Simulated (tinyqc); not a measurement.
Quantum-confined Stark effect in a modulator well, step by step. Values are carried at full precision from step to step, so a last printed digit may differ when a step is redone from the rounded ones.

Constants: hbar^2/2m0 = 3.80998211 eV angstrom^2; e^2/(4 pi eps0) = 14.39964547 eV angstrom; hc = 1239.841984 eV nm.

Parameters, chosen for this exercise (near those of a Ge well in SiGe, direct gap; not measured data): L = 92 angstrom (well width); me = 0.0417 m0 (electron, well); mh = 0.208 m0 (heavy hole along z, well); F = 34 kV/cm (field); Vc = 0.369 eV (conduction offset); Vv = 0.108 eV (heavy-hole offset); meb = 0.0549 m0 (electron, barrier); mhb = 0.22 m0 (heavy hole, barrier); Eg = 0.825 eV (gap of the well); mp = 0.07 m0 (heavy hole in the plane); eps = 15.6 (dielectric constant); dE = 21 meV (operating point below the zero-field line); G = 10 meV (half width of the exciton line).

## Estimate for hard walls

Second order: each level moves by -C m (e F)^2 L^4/(2c), C = (15/pi^2 - 1)/(24 pi^2), c = hbar^2/2m0, 1 kV/cm = 1e-5 eV/angstrom. It holds while e F L is no more than about twice 3 c pi^2/(m L^2).

Estimate:
```
carrier     shift (meV)  e F L over the level spacing
electron          -0.10                          0.10
heavy hole        -0.50                          0.49
```

The hole, 5.0 times heavier, carries 83 % of the estimated shift.

## Levels and envelopes

Envelopes on cells of 0.5 angstrom over the well |z| < L/2 and 45 angstrom of barrier on each side, psi = 0 beyond, psi'/m continuous (mean mass between points), c = hbar^2/2m0. The electron sees + e F z and the hole - e F z, each with its offset in the barriers; 1 kV/cm = 1e-5 eV/angstrom. Light holes, band mixing and escape by tunnelling are left out.

Ground levels, squared overlap and separation <z>_h - <z>_e without and with the field.

Results:
```
F (kV/cm)  E_e (meV)  E_h (meV)  overlap^2  separation (angstrom)
0              54.74      12.72      0.997                    0.0
34             54.33      11.21      0.938                   11.1
```

The electron level moves by -0.41 meV (4.1 times the hard-wall estimate, since it leaks into the barriers and sees a wider well) and the hole level by -1.51 meV (3.05 times).

## Exciton

Exciton: in-plane function exp(-rho/lam), 1/mu = 1/me + 1/mp, E(lam) = c/(mu lam^2) - (q/eps) times the integral over k of Fm(k)(1 + (k lam/2)^2)^(-3/2), Fm(k) the double integral of psi_e^2 psi_h^2 exp(-k |z - z'|), q = e^2/(4 pi eps0); binding Eb = -E at the minimum. Line at Eg + E_e + E_h - Eb, strength proportional to overlap^2/lam^2.

Minimise over lam without and with the field.

Results:
```
F (kV/cm)  lam (angstrom)  Eb (meV)  line (eV)      nm  overlap^2/lam^2 (1e-4/angstrom^2)
0                   220.4      4.02     0.8884  1395.5                             0.2052
34                  222.7      3.97     0.8866  1398.5                             0.1892
```

The weaker binding gives back 0.05 meV of the red shift, leaving 1.9 meV; the strength falls to 92 %.

## Contrast at the operating point

With a Gaussian line of half width G, the absorption at E_op = line(0) - dE is proportional to strength x exp(-ln2 ((E_op - line)/G)^2); continuum absorption is left out. Give it at both fields, relative to the zero-field peak.

E_op = 0.8674 eV
wavelength = 1429.3 nm

absorption without and with the field: [0.047, 0.073]

The field changes the absorption by +0.03 of the zero-field peak. With dE above 2G the Gaussian tail at zero field is weak; real tails fall only exponentially and absorb more.

## Checks

- Zero-field levels against the matching condition of the square well, meV: largest difference 1.2e-01.
- Slope d(E_e + E_h)/dF against minus the separation (Hellmann-Feynman), angstrom: both -11.1.

tinyqc: `OMP_NUM_THREADS=1 python tinyqc.py 1280987 1280988 out.jsonl`; about 0.1 s, one thread, shared Intel(R) Xeon(R) Processor @ 2.30GHz.
